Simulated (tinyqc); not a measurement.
Inside a calculation: phonon-assisted absorption at an indirect gap. Values are carried at full precision from step to step, so a last printed digit may differ when a step is redone from the rounded ones.

alpha(E) = sum_j A_j [N_j (E - Eg + w_j)^2 + (N_j + 1)(E - Eg - w_j)^2], each bracket counted only where its base is positive; N_j = 1/(exp(w_j/kB T) - 1). The first term absorbs a phonon and the second emits one; excitons and direct transitions are left out.

Constants: kB = 8.617333262e-05 eV/K.

Values chosen for the exercise (loosely those of GaP at room temperature; Eg is not tied to T; not measured data): Eg = 2.279 eV (indirect gap, held fixed unless listed); w = (47.1, 12.3) meV (two zone-edge phonons); A = (4600, 470) 1/(cm eV^2) (their strengths); T = 300 K; E = 2.595 eV (photon energy); nr = 3.39 (refractive index); d = 11 micrometre (thickness); xj = 0.66 micrometre (dead layer at the surface); W = 0.57 micrometre (depleted width); L = 5.9 micrometre (minority diffusion length below it).

## The four branches at one energy

Evaluate the occupations and each term.

N_j: 0.1929  1.641

terms with phonon absorption (1/cm): 117.0  83.14

terms with phonon emission (1/cm): 396.8  114.5

alpha = 711.4 1/cm
wavelength hc/E (hc = 1239.841984 eV nm) = 477.8 nm

Phonon absorption supplies 28.1 % of alpha; the depth 1/alpha is 14.1 micrometre.

## What a slab does with it

Slab of thickness d in air, incoherent passes: R = ((nr - 1)/(nr + 1))^2, x = exp(-alpha d); transmitted Tr = (1 - R)^2 x/(1 - R^2 x^2), reflected Rt = R + (1 - R)^2 R x^2/(1 - R^2 x^2), absorbed Ab = (1 - R)(1 - x)/(1 - R x).

d in cm is 1e-4 times the value in micrometres.

R = 0.2964
x = 0.4572
Tr = 0.2306
Rt = 0.3276
Ab = 0.4418

A single pass would absorb (1 - R)(1 - x) = 0.3819; the back face adds 0.0599.

## Quantum efficiency of a diode

Photodiode (Gaertner form with a dead layer): QE = (1 - R) exp(-alpha xj) [1 - exp(-alpha W)/(1 + alpha L)], R = ((nr - 1)/(nr + 1))^2; responsivity = QE/E in A/W for E in eV.

Evaluate the factors; 1 micrometre = 1e-4 cm.

passes the dead layer = 0.9541
collected share = 0.3236
QE = 0.2173
responsivity = 0.0837 A/W

Without diffusion from below the collected share would be 0.0397.

## Checks

- Tr + Rt + Ab against 1: both 1.000000.

tinyqc: `OMP_NUM_THREADS=1 python tinyqc.py 1681313 1681314 out.jsonl`; about 0.01 s, one thread, shared Intel(R) Xeon(R) Processor @ 2.30GHz.
